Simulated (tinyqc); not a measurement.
Signal and retention of a DRAM cell: one step of the calculation.

A stored one starts at Vd and leaks: Cs dV/dt = -I(V), I = a sqrt((V + Vb)/(Vd + Vb)) + b, with a = Ig exp[-(Eg1 q/kB)(1/T - 1/T0)] (generation in a depletion layer) and b = Is exp[-(Es q/kB)(1/T - 1/T0)]. The bit line is precharged to Vd/2, and charge sharing gives the signal (V - Vd/2) Cs/(Cs + Cb).

Question. Retention time. With s = sqrt((Vc + Vb)/(Vd + Vb)), the time from Vd to Vc is t = [2 Cs (Vd + Vb)/a] [1 - s - (b/a) ln((a + b)/(a s + b))].

Inputs (values chosen for the exercise):
```
symbol,value,unit,meaning
Vd,1.1,V,array voltage
Cs,10,fF,cell capacitance
Vb,1.17,V,built-in plus back-bias voltage of the storage junction
Ig,2.2,fA,junction leakage at V = Vd and T0
Is,0.55,fA,voltage-independent leakage at T0
Es,0.38,eV,activation energy of Is
T0,358,K,reference temperature
T,358,K,temperature
Eg1,0.52,eV,activation energy of Ig
```

Constants: q = 1.602176634e-19 C, kB = 1.380649e-23 J/K. Results are converted to the units shown.

Vc = 0.9244 V

Give: a; b; retention time; estimate with the current held at a + b.

Answer.

a = 2.200 fA
b = 0.5500 fA
retention time = 0.6488 s
estimate with the current held at a + b = 0.6385 s

Range of the model: Real arrays also hold a tail of unusually leaky cells and cells whose retention varies in time, which this model lacks.

tinyqc, about 0.01 s, one thread, Intel Xeon 2.30GHz (shared host): `OMP_NUM_THREADS=1 python tinyqc.py 2130157 2130158 out.jsonl`
